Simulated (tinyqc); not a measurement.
Worked calculation: round or elliptic silicon nanowire with anisotropic valleys (Ritz method). Values are carried at full precision from step to step, so a last printed digit may differ when a step is redone from the rounded ones.

Wire along x = [100] on a (001) wafer, y = [010], z = [001]. Valley groups, two valleys each (w = inverse masses): A, axis along z: w_y = 1/mt, w_z = 1/ml, m_x = mt; B, axis along y: w_y = 1/ml, w_z = 1/mt, m_x = mt; C, axis along x: w_y = w_z = 1/mt, m_x = ml.

Constants: hbar^2/2m0 = 3.80998211 eV angstrom^2; kB = 8.617333262e-05 eV/K.

Parameters, chosen for this exercise (near those of a Si nanowire; not measured data): ml = 0.918 m0 (longitudinal mass); mt = 0.19 m0 (transverse mass); a = 24 angstrom (semi-axis along y); b = 24 angstrom (semi-axis along z); group = A (valley group worked out); T = 350 K (temperature).

## Stretching the ellipse

Scaling y by 1/sqrt(w_y) and z by 1/sqrt(w_z) makes the mass 1 and the semi-axes A = a/sqrt(w_y), B = b/sqrt(w_z). List them with the one-function estimate 3c (1/A^2 + 1/B^2) and the slender limit c (pi/2s)^2 (1 + 2s/(pi l)), s and l the smaller and larger of A, B; c = hbar^2/2m0.

Groups:

| group | g | A | B | axis ratio | one function (eV) | slender limit (eV) |
|---|---|---|---|---|---|---|
| A | 2 | 10.46 | 22.99 | 2.198 | 0.1261 | 0.1108 |
| B | 2 | 22.99 | 10.46 | 2.198 | 0.1261 | 0.1108 |
| C | 2 | 10.46 | 10.46 | 1.000 | 0.2089 | 0.1406 |

The one-function value suits axis ratios near 1 and the slender limit ratios well above 2.

## Matrices of three even functions

Hard wall on the ellipse (y/a)^2 + (z/b)^2 = 1, c = hbar^2/2m0. With u = y/a, v = z/b the operator is -c [(w_y/a^2) d2/du2 + (w_z/b^2) d2/dv2] on the unit disc. Basis (1 - u^2 - v^2) u^i v^j; S, X and Y are the disc integrals of f f', (df/du)(df'/du) and (df/dv)(df'/dv), from the integral of u^p v^q = 2 Gamma((p+1)/2) Gamma((q+1)/2)/((p + q + 2) Gamma((p+q+2)/2)) for even p, q; H = c (w_y X/a^2 + w_z Y/b^2).

Basis 1, u^2, v^2 times (1 - u^2 - v^2); form S and H for the chosen group.

S, lower triangle:
```
            1       u^2       v^2
1    1.047198
u^2  0.130900  0.039270
v^2  0.130900  0.013090  0.039270
```

H (meV), lower triangle:
```
            1      u^2      v^2
1    132.0060
u^2   22.0010  26.4786
v^2   22.0010   2.7501  12.0231
```

## Lowest level in this basis

Solve H p = E S p for the wire level; give E, the ratios p2/p1 and p3/p1, and H11/S11.

E = 119.5 meV

ratios: -0.25  -0.83

one function = 126.1 meV

The two added functions lower the level by 6.5 meV (5.2 %), mostly by narrowing the state along v, the direction in which the stretched ellipse is long.

## Subbands

Converged values use 21 functions of each parity class (e or o in u, then in v).

The nine lowest levels of all groups and parity classes.

Subbands:

| group, parity | g | m_x (m0) | E (eV) |
|---|---|---|---|
| A ee | 2 | 0.1900 | 0.1194 |
| B ee | 2 | 0.1900 | 0.1194 |
| A eo | 2 | 0.1900 | 0.2009 |
| B oe | 2 | 0.1900 | 0.2009 |
| C ee | 2 | 0.9180 | 0.2013 |
| A ee | 2 | 0.1900 | 0.3119 |
| B ee | 2 | 0.1900 | 0.3119 |
| A oe | 2 | 0.1900 | 0.4016 |
| B eo | 2 | 0.1900 | 0.4016 |

At 350 K and without degeneracy the populations go as g sqrt(m_x) exp(-E/kB T): among these nine the lowest level, shared by A ee and B ee, holds 88 % and the light transport mass mt 94 % of the electrons. Levels above about 0.3 eV lie beyond parabolic valleys and hard walls.

## Checks

- Circle of radius a with both masses mt against c (2.404826/R)^2/m, eV: both 0.2013.

(tinyqc, `OMP_NUM_THREADS=1 python tinyqc.py 1282742 1282743 out.jsonl`, Intel(R) Xeon(R) Processor @ 2.30GHz, 1 thread, shared host, about 0.05 s.)
